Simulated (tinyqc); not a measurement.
One electron in a tunnel-coupled double dot: charge qubit, sensing and quantum capacitance: one step of the calculation.

Basis (left, right), H = [[ep/2, tc], [tc, -ep/2]], splitting Om = sqrt(ep^2 + 4 tc^2), ep = al times the gate voltage. In equilibrium the electron is on the right with the chance P_R = [1 + (ep/Om) tanh(Om/2 kB T)]/2.

Question. Splitting and occupation. Also the frequency Om/h, the mixing angle arctan2(2 tc, ep) and the weight of the right dot in the ground state, (1 + ep/Om)/2.

Values chosen for this exercise:
```
symbol  value  unit               meaning
tc         19   ueV       tunnel coupling
T       0.036     K  electron temperature
ep      -53.4   ueV              detuning
```

Constants: q = 1.602176634e-19 C, kB = 1.380649e-23 J/K, h = 6.62607015e-34 J s, Vt = kB T/q. Results are converted to the units shown.

Wanted: Om; Om/h; mixing angle; ground-state weight; kB T; P_R.

Answer.

Om = 65.541 ueV
Om/h = 15.848 GHz
mixing angle = 144.56 degree
ground-state weight = 0.092618
kB T = 3.1022 ueV
P_R = 0.092618

Program tinyqc, `OMP_NUM_THREADS=1 python tinyqc.py 2470116 2470117 out.jsonl`; Intel Xeon 2.30GHz, shared host, one thread, about 0.01 s.
